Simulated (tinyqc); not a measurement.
Donor in an ellipsoidal valley (Kohn-Luttinger variational method). From one set of inputs to another, one input at a time. Computed by tinyqc, a small Python program. Command: `OMP_NUM_THREADS=1 python tinyqc.py 3029556 3029557 out.jsonl kohnlutt ladder`. One thread of a shared host (Intel(R) Xeon(R) Processor @ 2.30GHz), about 0.1 s of CPU time with the checks.

H = -(d^2/dx^2 + d^2/dy^2) - gamma d^2/dz^2 - 2/r in units built on m_t, with gamma = m_t/m_l and z along the valley axis. One valley; no valley-orbit or central-cell term.

The inputs printed are set A. Set A is modelled on germanium; the values taken over come from a set modelled on diamond. Inputs not listed in the table keep their values of set A, so the rows need not describe a real material.

Inputs (values chosen for the exercise, modelled on germanium): transverse mass m_t = 0.0818 m_0; longitudinal mass m_l = 1.58 m_0; dielectric constant eps = 15.8.

Constants: Ry = 13.605693123 eV; a_0 = 0.529177210903 angstrom.

Method:
- Ry* = Ry m_t/eps^2, a* = a_0 eps/m_t, gamma = m_t/m_l.
- Trial function exp(-sqrt((x^2 + y^2)/a^2 + z^2/b^2)) with beta = b/a < 1: E = t/a^2 - u/a, t = (2 + gamma/beta^2)/3, u = 2 arcsin(sqrt(1 - beta^2))/sqrt(1 - beta^2); the best a is 2 t/u and E(beta) = -u^2/(4 t).
- Golden-section search on beta from 0.05 to 0.999, 60 steps.
- Gaussian basis: g = P exp(-al (x^2 + y^2) - be z^2) with P = 1 (s-like), z (2p0) or x (2p+-); al = 0.004 x 2.6^k, k = 0..11, and be/al = 1, gamma^(-1/2) or 1/gamma (36 functions); 1/r = (2/sqrt(pi)) int exp(-t^2 r^2) dt by 48 Gauss-Legendre points after t = sqrt(al_i + al_j) tan(theta); overlap eigenvalues below 1e-10 are dropped.

Each row keeps all changes above it:
```
input moved,from,to,"1s binding energy, trial function (meV)",2p0 binding energy (meV),radius a of the 1s trial function (angstrom)
set A,-,-,9.26,4.511,63.567
transverse mass m_t (m_0),0.0818,0.332,28.25,10.374,18.877
dielectric constant eps,15.8,5.85,206.08,75.676,6.989
longitudinal mass m_l (m_0),1.58,1.52,204.17,74.324,7.032
```

Where does the difference come from?

1s binding energy, trial function goes from 9.26 to 204, a factor 22.0 in all. The largest single move comes from dielectric constant eps (a factor 7.29). 2p0 binding energy goes from 4.51 to 74.3, a factor 16.5 in all. The largest single move comes from dielectric constant eps (a factor 7.29). Radius a of the 1s trial function goes from 63.6 to 7.03, a factor 0.111 in all. The largest single move comes from transverse mass m_t (a factor 0.297). The single moves hold for this order of the switches; the total does not depend on the order.

Caution (rows dielectric constant eps, longitudinal mass m_l): a* is only a few bond lengths, so central-cell and valley-orbit terms are large. Caution (rows dielectric constant eps, longitudinal mass m_l): the short radius is only a few bond lengths, so the envelope approximation is rough.

Extremes, crossings and ranges named in words are read from the listed rows.
